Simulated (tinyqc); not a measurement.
# Resonant-tunnelling diode, transfer matrices and Tsu-Esaki current, step by step

Program tinyqc, `OMP_NUM_THREADS=1 python tinyqc.py 2600111 2600112 out.jsonl`; Intel Xeon 2.30GHz, shared host, one thread, about 0.3 s. Printed values are rounded.

Emitter (band edge 0), barrier d1, well Lw, barrier d2, collector (edge -V). The bias drops linearly over these layers and none in the contacts; each layer is cut into ns equal slices, flat at the value of their centres. E is the energy of motion across the layers, C = hbar^2/(2 m0), psi and psi'/m are continuous. Transport is coherent, T(E) is taken as independent of the transverse momentum, and charge in the well is ignored.

Values chosen for this exercise; masses and offsets of a made-up heterostructure:
- T = 77 K (temperature)
- mw = 0.22 m0 (mass in the well, spacer and contacts)
- U1 = 0.62 eV (barrier height)
- m1 = 0.28 m0 (barrier mass)
- d1 = 0.9 nm (emitter barrier)
- Lw = 1.6 nm (well width)
- d2 = 1.2 nm (collector barrier)
- ns = 4 (slices in each layer)
- Ef = 0.13 eV (Fermi energy of both contacts above their band edges)
- V = 0.21 V (bias of the collector)
- E = 0.11285 eV (trial energy)

Constants: q = 1.602176634e-19 C, kB = 1.380649e-23 J/K, hbar = 1.054571817e-34 J s, m0 = 9.1093837015e-31 kg, Vt = kB T/q, hbar^2/(2 m0) = 0.0380998212 eV nm^2. Results are converted to the units shown.

## Slices under bias

U = edge of the layer - V x/Lt at the centre x of each slice, Lt the summed thickness.

```
slice	U (eV)	m (m0)	width (nm)
0	0.613615	0.28	0.225
1	0.600845	0.28	0.225
2	0.588074	0.28	0.225
3	0.575304	0.28	0.225
4	-0.062432	0.22	0.4
5	-0.085135	0.22	0.4
6	-0.107838	0.22	0.4
7	-0.130541	0.22	0.4
8	0.469595	0.28	0.3
9	0.452568	0.28	0.3
10	0.435541	0.28	0.3
11	0.418514	0.28	0.3
```

## Running product of the slice matrices at the trial energy

For the pair (psi, psi'/m) a flat layer has M = [[cos kd, (m/k) sin kd], [-(k/m) sin kd, cos kd]] with k = sqrt(m (E - U)/C) above its edge U, and M = [[cosh Kd, (m/K) sinh Kd], [(K/m) sinh Kd, cosh Kd]] with K = sqrt(m (U - E)/C) below it. Later slices stand to the left. With M acting on (psi, psi'/m) and v = k/m in each lead, T(E) = 4 vL vR/[(vL vR M12 - M21)^2 + (vR M11 + vL M22)^2]. vL = sqrt(mw E/C)/mw, vR = sqrt(mw (E + V)/C)/mw.

Product after each layer:
```
	M11	M12 (nm)	M21 (1/nm)	M22
barrier d1	2.84127	0.390894	17.6438	2.77934
well	3.15097	0.502666	-18.7094	-2.66729
barrier d2	0.0717574	0.192241	-5.12180	0.214361
```

T(E) = 0.992698

## Transmission at three energies near the peak

three energies (eV): 0.105582  0.113382  0.121182

The same product at each energy.

T(E) at these energies: 0.465271  0.973359  0.385214

## Breit-Wigner parameters from a parabola through 1/T(E)

Near a resonance 1/T(E) = (1/Tp) [1 + (2 (E - Er)/G)^2]. With y = 1/T(E) at E0 - h, E0, E0 + h: a = (y1 + y3 - 2 y2)/(2 h^2), b = (y3 - y1)/(2 h), Er = E0 - b/(2 a), 1/Tp = y2 - b^2/(4 a), G = 2 sqrt(1/(Tp a)), tau = hbar/G.

Er = 0.112735 eV
Tp = 0.982222
G = 13.5712 meV
tau = 48.5007 fs

The true maximum of T(E) lies at 0.11228 eV with height 1.000 and full width 13.21 meV; the fitted G is 2.7 % above that width.

## Current from the resonance alone

J = J0 times the integral over E > 0 of T(E) N(E), N = ln[(1 + exp((Ef - E)/Vt))/(1 + exp((Ef - V - E)/Vt))], J0 = q^2 mw m0 kB T/(2 pi^2 hbar^3) (times 1e-4 for A/cm^2 per eV). For a sharp resonance J = J0 (pi G/2) Tp N(Er), with Er the peak energy, Tp the peak transmission and G the full width at half maximum (in eV). The three values given are estimates from a parabola through three points of 1/T(E).

J0 = 2.36237e7 A/(cm^2 eV)
N(Er) = 2.67355
J = 1322.46 kA/cm^2

The full integral over T(E) gives 1231 kA/cm^2; the value above is 7.5 % above it. With the exact position, height and width of the peak (Er = 0.11228 eV, Tp = 1.000, G = 13.21 meV) the formula is 9.0 % above it.
